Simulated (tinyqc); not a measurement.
## The bottom gap that matches the currents

Problem. Photon flux above E from a black body at temperature T into a hemisphere: Phi(E, T) = A sum_k exp(-k E/th)[E^2 th/k + 2 E th^2/k^2 + 2 th^3/k^3], k = 1, 2, ..., with th = kB T/q in eV and A = 2 pi q^3/(h^3 c^2). In a two-junction cell the top cell (gap E1) absorbs every photon above E1 and the bottom cell (gap E2) every photon between E2 and E1, one electron each; the sun fills the share fs X of the hemisphere. The currents match when Phi(E2, Ts) = 2 Phi(E1, Ts). Find E2 and the matched current q fs X Phi(E1, Ts).

Inputs (values chosen for the exercise): temperature of the black-body sun Ts = 5778 K; share of the hemisphere filled by the sun fs = 2.16e-5; concentration X = 100.

Constants: q = 1.602176634e-19 C, kB = 1.380649e-23 J/K, h = 6.62607015e-34 J s, c = 299792458 m/s. Results are converted to the units shown.

E1 = 1.5372776 eV

Answer. Phi falls steadily with energy, so the condition has one root below E1.

E2 = 0.8200 eV
matched current = 3470 mA/cm^2

tinyqc, about 0.01 s, one thread, Intel Xeon 2.30GHz (shared host): `OMP_NUM_THREADS=1 python tinyqc.py 2820132 2820133 out.jsonl`
